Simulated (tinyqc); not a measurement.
# Worked calculation: MOS capacitor on a p-type substrate, surface potential from the exact charge relation

Numbers from tinyqc (`OMP_NUM_THREADS=1 python tinyqc.py 2060044 2060045 out.jsonl`; about 0.01 s on one thread of a shared Intel Xeon 2.30GHz). Printed values are rounded.

Uniform p-type substrate, Boltzmann statistics, full ionisation, classical densities. psi is the surface potential against the body (positive when the bands bend down) and u = psi/Vt. Traps are spread evenly over the gap and neutral at flat band, so their charge is -q Dit psi; the minority quasi-Fermi level is shifted by Vb.

Inputs (values chosen for the exercise); band and dielectric values close to those of In0.53Ga0.47As:
```
symbol    value         unit                                                                 meaning
T           293            K                                                             temperature
Eg        0.735           eV                                                                band gap
eps_r      14.1                                                                relative permittivity
Nc         2e17        cm^-3                                  conduction-band density of states at T
Nv      7.44e18        cm^-3                                     valence-band density of states at T
chi        4.45           eV                                                       electron affinity
N        8.5e16        cm^-3                                       acceptor density of the substrate
eox        9.06               relative permittivity of the gate insulator (close to aluminium oxide)
tox         5.6           nm                                                     insulator thickness
phiM       4.81           eV                                                      gate work function
Nf      -2.3e10        cm^-2                            fixed charge at the interface, in units of q
Dit           0  cm^-2 eV^-1                                              density of interface traps
Vb          0.7            V                    reverse bias of the inversion layer against the body
Vg         1.39            V                                           gate voltage against the body
```

Constants: q = 1.602176634e-19 C, kB = 1.380649e-23 J/K, Vt = kB T/q, eps0 = 8.8541878128e-14 F/cm where lengths are in cm. Results are converted to the units shown.

Range of the model: At this gate voltage the surface density exceeds 0.3 of the band density of states, so degeneracy and confinement would lower the charge and capacitance.

## Flat band, threshold and scales

ni = sqrt(Nc Nv) exp(-Eg/(2 Vt)), Eg in volts; phiF = Vt ln(N/ni); Cox = eps0 eox/tox; Vfb = phiM - chi - (Eg - Vt ln(Nv/N)) - q Nf/Cox; Q0 = sqrt(2 eps0 eps_r q N Vt); r = (ni/N)^2 exp(-Vb/Vt); VT = Vfb + [(2 phiF + Vb)(1 + q Dit/Cox) + sqrt(2 eps0 eps_r q N (2 phiF + Vb))/Cox].

ni = 5.82208e11 cm^-3
phiF = 0.300242 V
Cox = 1.43248 uF/cm^2
Vfb = -0.259516 V
Q0 = 29.3011 nC/cm^2
r = 4.27457e-23
VT = 1.18777 V

## Starting value

psi = Vg - Vfb, limited to the range from -4 Vt to +(2 phiF + Vb + 4 Vt).

psi at the start = 1.40148 V

## Iteration 1: Newton step for the surface potential

u = psi/Vt; F^2 = exp(-u) + u - 1 + r (exp(u) - u - 1); Qs = -sign(u) Q0 F; Cs = -dQs/dpsi = (Q0/Vt) |1 - exp(-u) + r (exp(u) - 1)|/(2 F). f = Vfb + psi + (q Dit psi - Qs)/Cox - Vg, f' = 1 + (Cs + q Dit)/Cox, psi(new) = psi - f/f'.

u = 55.5068
F = 10.4453
Qs = -306.060 nC/cm^2
Cs = 3.08853 uF/cm^2
f = -0.0343799 V
f' = 3.15607
psi after iteration 1 = 1.41237 V

## Iteration 2: Newton step for the surface potential

As before.

u = 55.9382
F = 11.7894
Qs = -345.443 nC/cm^2
Cs = 4.18607 uF/cm^2
f = 0.00400638 V
f' = 3.92225
psi after iteration 2 = 1.41135 V

## Course of the Newton iteration

Stop when the step is below 1e-10 V, or after 60 iterations.

Course of the iteration:
```
iteration  psi before the step (V)    f (V)  step (V)
1                          1.40148  -0.0344    0.0109
2                          1.41237  4.01e-3  -1.02e-3
3                          1.41135  4.09e-5  -1.06e-5
4                          1.41134  4.38e-9  -1.14e-9
5                          1.41134  < 1e-14         0
```

Converged in 5 iterations.

## Charges, field and capacitances at the solution

converged psi = 1.41134 V

u = psi/Vt; F^2 = exp(-u) + u - 1 + r (exp(u) - u - 1); Qs = -sign(u) Q0 F; Cs = -dQs/dpsi = (Q0/Vt) |1 - exp(-u) + r (exp(u) - 1)|/(2 F). Low frequency: 1/C_LF = 1/Cox + 1/(Cs + q Dit). High frequency, in the simple estimate in which traps and minority carriers do not follow: 1/C_HF = 1/Cox + 1/Cd, Cd being Cs with r = 0 at the same psi. Minority sheet density N_inv = (Q0/(2 q)) int_0^u r (exp(t) - 1)/F(t) dt for u > 0. Oxide field |Qs - q Dit psi + q Nf|/(eps0 eox).

Qs = -341.182 nC/cm^2
N_inv = 7.80856e11 cm^-2
oxide field = 0.429908 MV/cm
Cs = 4.07058 uF/cm^2
C_LF/Cox = 0.739694
C_HF/Cox = 0.0518361

The surface is in strong inversion (borders at |psi| = 0, phiF + Vb and 2 phiF + Vb = 1.30 V). Minority carriers make up 36.7 % of Qs.
